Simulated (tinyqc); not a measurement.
# Threshold-voltage variability of a planar MOSFET, analytic estimates: what changes with what

Three independent sources add in quadrature: random dopants in the depleted layer, metal-gate grains of two orientations, and roughness of the two gate edges acting through the roll-off VT = VT(long) - Vr exp(-L/l). These are first-order estimates: no three-dimensional electrostatics, no percolation.

Parameters, values chosen for the exercise; material values close to those of silicon:
```
symbol,value,unit,meaning
T,250,K,temperature
Eg,1.1,eV,band gap
eps_r,11.7,,relative permittivity of the semiconductor
Nc,2.09e19,cm^-3,conduction-band density of states at T
Nv,2e19,cm^-3,valence-band density of states at T
Na,7.9e17,cm^-3,channel doping
ti,2.5,nm,oxide-equivalent thickness in inversion
L,20,nm,gate length
W,98,nm,gate width
G,15,nm,metal grain size
dW,0.15,eV,work-function difference of the two grain orientations
p,0.5,,share of the orientation of higher work function
De,1.6,nm,rms roughness of one gate edge
La,10,nm,correlation length of the roughness
l,3.5,nm,decay length of the threshold roll-off
Vr,2.6,V,prefactor of the roll-off
```

Constants: q = 1.602176634e-19 C, kB = 1.380649e-23 J/K, Vt = kB T/q, eps0 = 8.8541878128e-14 F/cm where lengths are in cm. Results are converted to the units shown.

Each table varies one quantity; the others keep the values above.

## Effect of the gate length

ni = sqrt(Nc Nv) exp(-Eg/(2 Vt)), Eg in volts; Cox = 3.9 eps0/ti; Wd = sqrt(4 eps0 eps_r Vt ln(Na/ni)/(q Na)); dopants: s1 = (q/Cox) sqrt(Na Wd/(3 L W)). Grains: Ng = L W/G^2 (at least 1), s2 = dW sqrt(p (1 - p)/Ng). Edges, with exponential correlation and u = W/La: the mean gate length has sL^2 = 2 De^2 (2/u)[1 - (1 - exp(-u))/u]; s3 = sL (Vr/l) exp(-L/l). s = sqrt(s1^2 + s2^2 + s3^2). l and Vr are held fixed.

Results:
```
L (nm)  s1 (mV)  s2 (mV)    s3 (mV)  s (mV)  s sqrt(L W) (mV um)
12       34.557   32.806     23.338  53.057               1.8195
14       31.994   30.372     13.179  46.041               1.7054
17       29.034   27.562     5.5930  40.422               1.6499
25       23.942   22.728    0.56881  33.017               1.6343
30       21.856   20.748    0.13632  30.136               1.6340
37       19.680   18.683   0.018448  27.136               1.6340
44       18.047   17.132  0.0024967  24.884               1.6340
```

Estimate the missing row, L = 21 nm.

Computed row:
```
L (nm)  s1 (mV)  s2 (mV)  s3 (mV)  s (mV)  s sqrt(L W) (mV um)
21       26.123   24.799   1.7836  36.063               1.6360
```

With this row back in the table: As L goes from 12 to 44 nm, s falls from 53.1 to 24.9 mV. The dopants are the largest source in the first and the last row. The product s sqrt(L W) falls from 1.82 to 1.63 mV um: s1 and s2 go as 1/sqrt(L W), so the change comes from s3 alone. For L = 12 to 37 nm the depletion depth exceeds L, so source and drain share much of the charge and s1 is rough.

## Effect of the channel doping

Same model as above.

l and Vr are held fixed.

The same in every row: s2 (mV) = 25.411; s3 (mV) = 2.3735.

Result of one run:
```
Na (cm^-3)  s1 (mV)  s (mV)  s sqrt(L W) (mV um)
4.5e18       42.138  49.265               2.1810
```

What becomes of these results when the channel doping Na is changed from 4.5e18 to 2.6e18 cm^-3, all else the same?

Result of the changed run:
```
Na (cm^-3)  s1 (mV)  s (mV)  s sqrt(L W) (mV um)
2.6e18       36.527  44.560               1.9727
```

The whole series:
```
Na (cm^-3)  s1 (mV)  s (mV)  s sqrt(L W) (mV um)
1.5e17       17.331  30.850               1.3658
2.6e17       20.017  32.435               1.4360
4.7e17       23.371  34.606               1.5321
8.2e17       27.030  37.175               1.6458
1.5e18       31.646  40.655               1.7999
2.6e18       36.527  44.560               1.9727
4.5e18       42.138  49.265               2.1810
8e18         48.946  55.200               2.4438
```

As Na goes from 1.5e17 to 8e18 cm^-3, s rises from 30.8 to 55.2 mV. The largest source is the grains in the first row and the dopants in the last. s1 goes on average as Na^(0.26), near the 1/4 expected from Na Wd. For Na = 1.5e17 to 2.6e18 cm^-3 the depletion depth exceeds L, so source and drain share much of the charge and s1 is rough.

tinyqc, about 0.01 s, one thread, Intel Xeon 2.30GHz (shared host): `OMP_NUM_THREADS=1 python tinyqc.py 2090147 2090148 out.jsonl`
